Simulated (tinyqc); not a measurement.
Composition and strain of an epitaxial Si(1-x)Ge(x) layer from Raman and X-ray peaks: one step, computed by the program tinyqc.

A (001) layer, biaxially strained in the plane. The Raman peaks follow empirical lines omega = w0 + c1 x + c3 x^3 + b eps (c3 for Si-Ge alone), with eps the in-plane strain.

Problem. Lattice constants and strain. Relaxed lattice constant a(x) = a_Si + (a_Ge - a_Si) x - B x (1 - x). In-plane constant a_par = a_sub + R (a(x) - a_sub); eps = a_par/a(x) - 1; eps_perp = -(2 C12/C11) eps with 2 C12/C11 linear in x; a_perp = a(x) (1 + eps_perp).

Inputs (values chosen for the exercise, modelled on silicon-germanium):
```
quantity,value,unit
Ge fraction x,0.67,-
degree of relaxation R,0.91,-
lattice constant of Si,5.431,angstrom
lattice constant of Ge,5.658,angstrom
bowing B,0.024,angstrom
2 C12/C11 of Si,0.768,-
2 C12/C11 of Ge,0.756,-
```

Substrate: silicon.

Give: relaxed constant a(x); substrate constant a_sub; a_par; in-plane strain eps; strain along the normal; a_perp.

Solution.

relaxed constant a(x) = 5.578 angstrom

substrate constant a_sub = 5.431 angstrom

a_par = 5.565 angstrom

in-plane strain eps = -2.368 per mille

strain along the normal = 1.800 per mille

a_perp = 5.588 angstrom

The layer is under compression in the plane and is stretched along the normal.
